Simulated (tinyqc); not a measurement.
Extended Hueckel theory, for BeH2, step by step. One step of it, computed by the program tinyqc.

Problem. Wolfsberg-Helmholz matrix. H_ij = K' S_ij (H_ii + H_jj)/2 for i != j (the diagonal keeps H_ii), with K' = 1.5.

overlap S, order 1Be 2s, 1Be 2px, 1Be 2py, 1Be 2pz, 2H 1s, 3H 1s:
$$\begin{pmatrix}
1.000000 & 0.000000 & 0.000000 & 0.000000 & 0.453506 & 0.453506 \\
0.000000 & 1.000000 & 0.000000 & 0.000000 & 0.000000 & 0.000000 \\
0.000000 & 0.000000 & 1.000000 & 0.000000 & 0.543028 & -0.543028 \\
0.000000 & 0.000000 & 0.000000 & 1.000000 & 0.000000 & 0.000000 \\
0.453506 & 0.000000 & 0.543028 & 0.000000 & 1.000000 & 0.030701 \\
0.453506 & 0.000000 & -0.543028 & 0.000000 & 0.030701 & 1.000000
\end{pmatrix}$$

diagonal H_ii (eV): 1Be 2s -10.000000, 1Be 2px -6.000000, 1Be 2py -6.000000, 1Be 2pz -6.000000, 2H 1s -13.600000, 3H 1s -13.600000

K = 1.500000

Give: H.

Solution.

H (eV), order 1Be 2s, 1Be 2px, 1Be 2py, 1Be 2pz, 2H 1s, 3H 1s:
$$\begin{pmatrix}
-10.000 & 0.000 & 0.000 & 0.000 & -8.027 & -8.027 \\
0.000 & -6.000 & 0.000 & 0.000 & 0.000 & 0.000 \\
0.000 & 0.000 & -6.000 & 0.000 & -7.983 & 7.983 \\
0.000 & 0.000 & 0.000 & -6.000 & 0.000 & 0.000 \\
-8.027 & 0.000 & -7.983 & 0.000 & -13.600 & -0.626 \\
-8.027 & 0.000 & 7.983 & 0.000 & -0.626 & -13.600
\end{pmatrix}$$
